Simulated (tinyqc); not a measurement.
Inside a calculation. Model: read current of a NAND string, cells in series solved by shooting.

Program tinyqc, `OMP_NUM_THREADS=1 python tinyqc.py 2142192 2142193 out.jsonl`; Intel Xeon 2.30GHz, shared host, one thread, about 0.4 s. Printed values are rounded.

Cells in series, numbered from 0 at the source line (0 V) to the bit line, each followed by a gap resistance Rg. A cell with gate Vg, threshold VT, source Vs and drain Vd passes I = 2 nf K Vt^2 [F(Vs) - F(Vd)]/(1 + th max(Vg - VT, 0)), F(V) = ln^2(1 + exp((Vg - VT - nf V)/(2 nf Vt))). The selected cell has Vg = Vr, the others Vg = Vp.

Inputs (values chosen for the exercise); values of the order met in vertical NAND strings: temperature T = 300 K; gain factor of a cell K = 4.8 uA/V^2; slope factor nf = 2.1; mobility reduction factor th = 0.1 1/V; resistance of the gap between cells Rg = 8.6 kohm; bit-line voltage Vbl = 0.3 V; pass voltage Vp = 5.9 V; read voltage on the selected word line Vr = 3.21 V.

Constants: q = 1.602176634e-19 C, kB = 1.380649e-23 J/K, Vt = kB T/q. Results are converted to the units shown.

## Step 1: node voltages for a trial current

first trial current = 0.18 uA
thresholds from the source end, cell 0 to 4 (V): [-0.6, -0.6, -0.6, 2.6, -0.6]

For a trial current I start at 0 V and, cell by cell (the selected one is cell 3), solve for the drain: sqrt(F(Vd)) = sqrt(F(Vs) - I/k), k = 2 nf K Vt^2/(1 + th max(Vg - VT, 0)), Vd = [Vg - VT - 2 nf Vt ln(exp(sqrt F) - 1)]/nf, then add I Rg.

node voltage after each cell and gap, trial 1, cell 0 to 4 (V): [0.0110819, 0.0221982, 0.0333492, 0.125511, 0.136997]

## Step 2: node voltages for a trial current

second trial current = 0.23 uA

As before.

node voltage after each cell and gap, trial 2, cell 0 to 4 (V): [0.0141655, 0.0283872, 0.0426659, 0.183480, 0.198416]

## Course of the secant iteration

Secant steps on the end voltage less Vbl, from the two trials; a trial above the saturation current of a cell has no solution and is moved halfway to the previous trial. Stop below 1e-9 V.

Course of the iteration:
```
iteration,I (uA),end voltage - Vbl (V),halvings
1,0.271349,0.0294,1
2,0.262070,-0.0297,0
3,0.266735,-8.51e-3,0
4,0.268608,3.28e-3,0
5,0.268087,-3.04e-4,0
6,0.268131,-1.05e-5,0
7,0.268133,3.40e-8,0
8,0.268133,-3.79e-12,0
```

Converged in 8 iterations to I = 0.26813 uA. The selected cell takes 76.7 % of the bit-line voltage and the gaps together 3.84 %.
